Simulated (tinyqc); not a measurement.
Inside a calculation. Method: tight binding, honeycomb lattice. One step of it, computed by the program tinyqc.

Question. Levels at k. Diagonalise the Hermitian matrix.

H(k) at k (eV), order A, B:
$$\begin{pmatrix}
1.360000 & -0.928823-1.679323i \\
-0.928823+1.679323i & -1.360000
\end{pmatrix}$$

Give: eigenvalues; weights |c|^2 of the basis functions.

Answer.

eigenvalues (eV): [-2.3521, 2.3521]

weights |c|^2 of the basis functions, order A, B:
$$\begin{pmatrix}
0.2109 & 0.7891 \\
0.7891 & 0.2109
\end{pmatrix}$$
